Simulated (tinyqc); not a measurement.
# Dopant mobility from one pulse

Problem. With linear drift and no window, R = Ron x + Roff (1 - x), dx/dt = k i, k = mv Ron/D^2, and so R^2 = R0^2 - 2 k (Roff - Ron) phi after the flux phi. Find x0, k, mv and the charge passed.

Inputs (values chosen for the exercise): resistance of the fully doped film Ron = 200 ohm; resistance of the undoped film Roff = 10000 ohm; film thickness D = 5 nm.

R before and after a pulse of flux 0.022 V s (ohm): 8040  5521.8258

Solution. R^2 is linear in the flux and R is linear in the charge.

x0 = 0.200
k = 7.92e4 1/C
mv = 9.90e-15 m^2/(V s)
charge = 3.24 uC

Program tinyqc, `OMP_NUM_THREADS=1 python tinyqc.py 2880141 2880142 out.jsonl`; Intel Xeon 2.30GHz, shared host, one thread, about 0.2 s.
